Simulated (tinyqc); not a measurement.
Phonon-assisted absorption at an indirect gap: one step. Quantum efficiency of a diode. Three cases, with inputs chosen for the exercise.

Task: Evaluate the factors; 1 micrometre = 1e-4 cm.

Photodiode (Gaertner form with a dead layer): QE = (1 - R) exp(-alpha xj) [1 - exp(-alpha W)/(1 + alpha L)], R = ((nr - 1)/(nr + 1))^2; responsivity = QE/E in A/W for E in eV.

Case 1.

Values chosen (loosely those of Si at room temperature; Eg is not tied to T; the results hold for these values, not for the real material): E = 1.481 eV (photon energy); nr = 3.57 (refractive index); xj = 0.064 micrometre (dead layer at the surface); W = 0.82 micrometre (depleted width); L = 44 micrometre (minority diffusion length below it).

alpha = 372.011 1/cm

Case 2.

Values chosen (loosely those of GaP at room temperature; Eg is not tied to T; the results hold for these values, not for the real material): E = 2.45 eV (photon energy); nr = 3.33 (refractive index); xj = 0.11 micrometre (dead layer at the surface); W = 13 micrometre (depleted width); L = 50 micrometre (minority diffusion length below it).

alpha = 546.857 1/cm

Case 3.

Values chosen (loosely those of Si at room temperature; Eg is not tied to T; the results hold for these values, not for the real material): E = 1.313 eV (photon energy); nr = 3.59 (refractive index); xj = 0.22 micrometre (dead layer at the surface); W = 2.5 micrometre (depleted width); L = 31 micrometre (minority diffusion length below it).

alpha = 155.543 1/cm

Give: passes the dead layer; collected share; QE; responsivity.

Result:

Case 1.

passes the dead layer = 0.9976
collected share = 0.6322
QE = 0.4312
responsivity = 0.2912 A/W

Without diffusion from below the collected share would be 0.0300.

Case 2.

passes the dead layer = 0.9940
collected share = 0.8685
QE = 0.6133
responsivity = 0.2503 A/W

Without diffusion from below the collected share would be 0.5088.

Case 3.

passes the dead layer = 0.9966
collected share = 0.3511
QE = 0.2385
responsivity = 0.1816 A/W

Without diffusion from below the collected share would be 0.0381.

Computed by tinyqc, one run a case: `OMP_NUM_THREADS=1 python tinyqc.py N N+1 out.jsonl` with N = 1651058, 1651237, 1651330; one thread of a shared Intel(R) Xeon(R) Processor @ 2.30GHz, about 0.01 s a run at most.
